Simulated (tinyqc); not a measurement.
## Pinning factor and decay constant from two barriers

Problem. phiB = S (phiM - chi) + (1 - S)(Eg - E0) with S = 1/(1 + (1/S0 - 1) exp(-be ti)). Find S0, S at the given thickness and be.

Values chosen for this exercise; semiconductor values close to those of gallium arsenide; interlayer mass of the order of that in silicon nitride, offset chosen freely: band gap Eg = 1.37 eV; electron affinity chi = 4.13 eV; charge-neutrality level above the valence band E0 = 0.51 eV; metal work function phiM = 4.09 eV.

phiB at ti = 0, 0.2 nm (eV): 0.7709  0.67740725

Solution. Each barrier gives its S by linear interpolation between the pinned and the unpinned value; the ratio of the two values of 1/S - 1 is exp(be ti).

S0 = 0.0990
S = 0.203
be = 4.20 1/nm

Program tinyqc, `OMP_NUM_THREADS=1 python tinyqc.py 2270095 2270096 out.jsonl`; Intel Xeon 2.30GHz, shared host, one thread, about 0.02 s.
